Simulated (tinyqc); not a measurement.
Inside a calculation. Method: tight binding, honeycomb lattice. One step of it, computed by the program tinyqc.

Problem. Levels at k. Diagonalise the Hermitian matrix.

H(k) at k (eV):
```
                     A                    B
A             0.654257  -4.041236+4.788666i
B  -4.041236-4.788666i             0.339254
```

Give: eigenvalues; weights |c|^2 of the basis functions.

Solution.

eigenvalues (eV): -5.7712  6.7647

weights |c|^2 of the basis functions:
```
   band 1  band 2
A  0.4874  0.5126
B  0.5126  0.4874
```
